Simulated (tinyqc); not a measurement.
True capacitance, leakage and series resistance from two frequencies.

Problem. A capacitance C in parallel with G and in series with Rs is measured as Cp and D = Gp/(w Cp) at two frequencies. The series reading Cs = Cp (1 + D^2) equals C + G^2/(w^2 C), and Re Z = D/(w Cp (1 + D^2)) = Rs + G/(G^2 + w^2 C^2). Find C, G and Rs.

f (Hz): 2e5  2e6
Cp (pF): 5.56505051  5.56386098
D: 0.446052595  0.0591632588

Answer. w^2 Cs = w^2 C + G^2/C is a straight line in w^2 with slope C; the intercept gives G, and the real part then gives Rs.

C = 5.57 pF
G = 3.11 uS
Rs = 210 ohm

Program tinyqc, `OMP_NUM_THREADS=1 python tinyqc.py 2022203 2022204 out.jsonl`; Intel Xeon 2.30GHz, shared host, one thread, about 0.01 s.
